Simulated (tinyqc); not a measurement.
# In-plane mass from two subband densities

Inverse problem. At zero temperature each occupied subband holds N_k = D (EF - E_k), D = md m0 q/(pi hbar^2) per eV. Two subbands are occupied. Find md, EF - E1 and EF - E2.

Constants: q = 1.602176634e-19 C, hbar = 1.054571817e-34 J s, m0 = 9.1093837015e-31 kg. Results are converted to the units shown.

N1, N2 (cm^-2): 8.0862542e11  2.2e11
E2 - E1 = 46.2 meV

Solution. N1 - N2 = D (E2 - E1) gives D and so md; each N_k/D is a distance to EF.

md = 0.0305 m0
EF - E1 = 63.5 meV
EF - E2 = 17.3 meV

Numbers from tinyqc (`OMP_NUM_THREADS=1 python tinyqc.py 2140117 2140118 out.jsonl`; about 0.2 s on one thread of a shared Intel Xeon 2.30GHz).
